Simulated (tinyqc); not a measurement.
sp3s* tight binding, step by step. Values are carried at full precision from step to step, so a last printed digit may differ when a step is redone from the rounded ones.

sp3s* tight binding, nearest neighbours only: anion (a) at 0, cation (c) at a/4 (1,1,1), orbitals s, px, py, pz, s* on each; k in units of 2 pi/a. With phases e_j = exp(i (pi/2) k.n_j) for n = (1,1,1), (1,-1,-1), (-1,1,-1), (-1,-1,1): g0 = (e1+e2+e3+e4)/4, g1 = (e1+e2-e3-e4)/4, g2 = (e1-e2+e3-e4)/4, g3 = (e1-e2-e3+e4)/4. The diagonal holds the levels Esa, Epa, Exa (s*) and Esc, Epc, Exc. Anion-cation block: <sa|sc> = Vss g0; <sa|xc> = Vsapc g1; <xa|sc> = -Vscpa g1; <xa|xc> = Vxx g0; <xa|yc> = <ya|xc> = Vxy g3, <xa|zc> = <za|xc> = Vxy g2, <ya|zc> = <za|yc> = Vxy g1; <s*a|xc> = Vxapc g1; <xa|s*c> = -Vpaxc g1; y and z take g2 and g3 in place of g1; s-s* and s*-s* vanish.

Constants: hbar^2/2m0 = 3.80998211 eV angstrom^2.

Parameters, chosen for this exercise (near a published set for Si, fitted to gaps, whose masses and valley positions are rough; the results hold for these values, not for the real material): k = (0.19, 0.19, 0) 2 pi/a (wave vector); Esa = -4.232 eV (s level of the anion); Epa = 1.723 eV (p level of the anion); Esc = -4.232 eV (s level of the cation); Epc = 1.723 eV (p level of the cation); Exa = 6.64 eV (s* level of the anion); Exc = 6.64 eV (s* level of the cation); Vss = -8.326 eV (s-s); Vxx = 1.727 eV (px-px); Vxy = 4.548 eV (px-py); Vsapc = 5.76 eV (s anion, p cation); Vscpa = 5.76 eV (s cation, p anion); Vxapc = 5.355 eV (s* anion, p cation); Vpaxc = 5.355 eV (p anion, s* cation); a = 5.436 angstrom (lattice constant).

## Phase sums

Form g0 to g3 at this k.

g0, g1, g2, g3: 0.91354  0.28104i  0.28104i  -0.08646

## The Hamiltonian without spin-orbit coupling

Fill in the 10 x 10 matrix.

H(k) (eV), lower triangle (Hermitian):
```
           sa        xa        ya        za       s*a       sc      xc      yc      zc     s*c
sa    -4.2320
xa          0    1.7230
ya          0         0    1.7230
za          0         0         0    1.7230
s*a         0         0         0         0    6.6400
sc    -7.6061   1.6188i   1.6188i    0.4980         0  -4.2320
xc   -1.6188i    1.5777   -0.3932  -1.2782i  -1.5050i        0  1.7230
yc   -1.6188i   -0.3932    1.5777  -1.2782i  -1.5050i        0       0  1.7230
zc    -0.4980  -1.2782i  -1.2782i    1.5777   -0.4630        0       0       0  1.7230
s*c         0   1.5050i   1.5050i    0.4630         0        0       0       0       0  6.6400
```

## Levels at this k

Diagonalise H, which belongs to k = (0.19, 0.19, 0) (2 pi/a). Four bands are filled (two electrons each); give the make-up of band 5, the lowest empty one.

levels (eV): -12.1951  -1.8850  -0.7573  -0.2479  2.9521  3.6939  3.7821  4.5072  7.4490  7.8549

weights of band 5: s 0.017, p 0.746, s* 0.237

weight of band 5 on atom a = 0.500

The vertical gap at this k is 3.2000 eV; band 5 is mostly p-like.

## Levels at Gamma

At k = 0 only g0 = 1 is left and H falls into 2 x 2 blocks [[E_a, V], [V, E_c]] with roots (E_a + E_c)/2 -/+ sqrt(((E_a - E_c)/2)^2 + V^2); the s* levels stay uncoupled. The direct gap runs from the highest lower root of the p blocks to the lowest upper root.

Blocks at Gamma (eV):
```
block            E_a      E_c        V  lower root  upper root
s (Gamma1)   -4.2320  -4.2320  -8.3260    -12.5580      4.0940
p (Gamma15)   1.7230   1.7230   1.7270     -0.0040      3.4500
```

direct gap at Gamma = 3.4540 eV

The lowest empty level at Gamma is p-like.

## Bands near the gap

Diagonalise at L = (1/2,1/2,1/2), X = (1,0,0), W = (1,1/2,0), K = (3/4,3/4,0) and at the fractions named between them; energies from the top of the valence band at Gamma; 4 bands are filled.

Levels (eV):
```
k        level 2  level 3  level 4  level 5  level 6
L         -7.075   -1.411   -1.411    2.503    2.509
L-G 0.5   -3.905   -0.805   -0.805    2.390    3.993
G          0.000    0.000    0.000    3.454    3.454
G-X 0.2   -0.957   -0.435   -0.435    2.857    3.889
G-X 0.4   -2.852   -1.289   -1.289    1.918    4.035
G-X 0.6   -4.854   -2.090   -2.090    1.307    3.307
G-X 0.7   -5.804   -2.400   -2.400    1.195    2.866
G-X 0.8   -6.700   -2.631   -2.631    1.220    2.419
G-X 0.9   -7.536   -2.773   -2.773    1.375    2.001
X         -8.313   -2.821   -2.821    1.643    1.643
W         -8.313   -2.821   -2.821    1.643    1.643
K         -7.827   -3.031   -2.408    1.624    1.797
K-G 0.5   -4.583   -1.960   -0.871    2.242    3.360
```

On these points the lowest empty level is lowest at G-X 0.7, 1.195 eV above the top.

## Valleys and masses

The lowest conduction level at Gamma, at its minimum on (x,0,0) for x from 0.5 to 1, and at the point L (L, and X where the search ends there, need not be minima in this model; a zero or negative inverse mass shows it). Inverse masses m0/m = (E(+h) + E(-h) - 2 E)/(2 c q^2) with c = hbar^2/2m0, q = h 2 pi/a, h = 0.002; longitudinal along the valley axis ([100] at Gamma and Delta, [111] at L), transverse along [010] or [1-10]. A dash: the next level lies within 0.15 eV, so a single mass has no use there.

Valleys:
```
valley  x (2 pi/a)  E - Ev (eV)  m0/m_l  m0/m_t
Gamma       0.0000       3.4540       -       -
Delta       0.7315       1.1883    1.34    0.60
L           0.5000       2.5026       -       -
```

Of these three the lowest is the Delta line, which makes the gap indirect, 1.1883 eV. At Delta m0/m_t is 0.60. This nearest-neighbour model is fitted to gaps: it places the Delta minimum and the masses at Delta and L only roughly (transverse masses can be several times too heavy), and since its bands are flat from X to W the transverse mass grows too heavy towards X; d orbitals or second neighbours cure this.

## Checks

- Direct gap at Gamma from the blocks against the full matrix: both 3.45400.

Program tinyqc; command `OMP_NUM_THREADS=1 python tinyqc.py 1480727 1480728 out.jsonl`; about 0.1 s on one thread of a shared Intel(R) Xeon(R) Processor @ 2.30GHz.
